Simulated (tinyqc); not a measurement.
# Worked calculation: tunnelling through a gate dielectric, WKB transmission and Tsu-Esaki current

Program tinyqc, `OMP_NUM_THREADS=1 python tinyqc.py 2540025 2540026 out.jsonl`; Intel Xeon 2.30GHz, shared host, one thread, about 0.03 s. Printed values are rounded.

Electrons leave the emitter at x = 0. Energies E (motion across the layers) are in eV from the emitter Fermi level; the collector Fermi level lies at -V and offers states at every E. No charge in the dielectric and no image force: F1 = V/t1, U = phi1 - F1 x. With C = hbar^2/(2 m0), kappa = sqrt(m (U - E)/C) where U > E and 0 elsewhere; T(E) = exp(-S), S = 2 times the integral of kappa over x.

Inputs (values chosen for the exercise); dielectric values close to those of hafnium oxide:
```
symbol  value  unit                                                        meaning
T         300     K                                                    temperature
Ef        3.1    eV              Fermi energy of the emitter above its band bottom
me          1    m0                            emitter mass in the supply function
phi1     1.43    eV  barrier of layer 1 above the emitter Fermi level at zero bias
m1       0.19    m0                                     tunnelling mass of layer 1
t1        2.5    nm                                           thickness of layer 1
V         0.9     V                                  voltage across the dielectric
E           0    eV                                energy of the electron followed
nc          5                                                  cells in each layer
Ea       -1.2    eV                                   lower end of the energy grid
Eb       0.27    eV                                   upper end of the energy grid
nE         11                                            points of the energy grid
```

Constants: q = 1.602176634e-19 C, kB = 1.380649e-23 J/K, hbar = 1.054571817e-34 J s, m0 = 9.1093837015e-31 kg, Vt = kB T/q, hbar^2/(2 m0) = 0.0380998212 eV nm^2. Results are converted to the units shown.

## Fields and band edges

F1 = V/t1, U = phi1 - F1 x.

F1 = 3.6 MV/cm
U at x = t1 = 0.53 eV

## WKB exponent by the midpoint rule

Cut each layer into nc equal cells, take U and kappa at the cell centres, and sum S = 2 sum kappa h.

| cell | x (nm) | U (eV) | kappa (1/nm) |
|---|---|---|---|
| 0 | 0.25000 | 1.34000 | 2.58504 |
| 1 | 0.75000 | 1.16000 | 2.40516 |
| 2 | 1.25000 | 0.98000 | 2.21069 |
| 3 | 1.75000 | 0.80000 | 1.99738 |
| 4 | 2.25000 | 0.62000 | 1.75837 |

S = 10.9566
T(E) = 1.74417e-5

## WKB exponent in closed form

Each layer adds (2/F) sqrt(m/C) [G(u at its left edge) - G(u at its right edge)] to S, with u = U - E (0 where negative) and G(u) = (2/3) u^1.5. The slope follows from 1/d = -dS/dE.

S = 10.9522
T(E) = 1.75199e-5
energy d over which T(E) grows by a factor e = 0.17230 eV

The midpoint rule gives S = 10.957, so its T(E) is 0.45 % below this value. The band edge stays above E through the whole stack: direct tunnelling through a trapezoid.

## Current density on a coarse energy grid

J = J0 times the integral of T(E) N(E) dE, N = ln[(1 + exp(-E/Vt))/(1 + exp((-E - V)/Vt))], J0 = q^2 me m0 kB T/(2 pi^2 hbar^3) (times 1e-4 for A/cm^2 per eV), by Simpson's rule on nE equally spaced points from Ea to Eb.

| point | E (eV) | T(E) | N | T(E) N |
|---|---|---|---|---|
| 0 | -1.20000 | 7.12958e-8 | 34.8135 | 2.48206e-6 |
| 1 | -1.05300 | 1.25923e-7 | 34.8109 | 4.38348e-6 |
| 2 | -0.90600 | 2.27241e-7 | 34.2297 | 7.77840e-6 |
| 3 | -0.75900 | 4.20129e-7 | 29.3552 | 1.23329e-5 |
| 4 | -0.61200 | 7.98430e-7 | 23.6732 | 1.89014e-5 |
| 5 | -0.46500 | 1.56629e-6 | 17.9870 | 2.81728e-5 |
| 6 | -0.31800 | 3.18891e-6 | 12.3008 | 3.92262e-5 |
| 7 | -0.17100 | 6.78734e-6 | 6.61592 | 4.49045e-5 |
| 8 | -0.02400 | 1.52562e-5 | 1.26140 | 1.92442e-5 |
| 9 | 0.12300 | 3.67664e-5 | 0.00854739 | 3.14256e-7 |
| 10 | 0.27000 | 9.73906e-5 | 2.91201e-5 | 2.83603e-9 |

J0 = 4.18366e8 A/(cm^2 eV)
J = 10930.9 A/cm^2

The integrand peaks at E = -0.171 eV among these points. A converged quadrature from -Ef to above the barrier gives 11150 A/cm^2; this grid is 1.9 % below that.
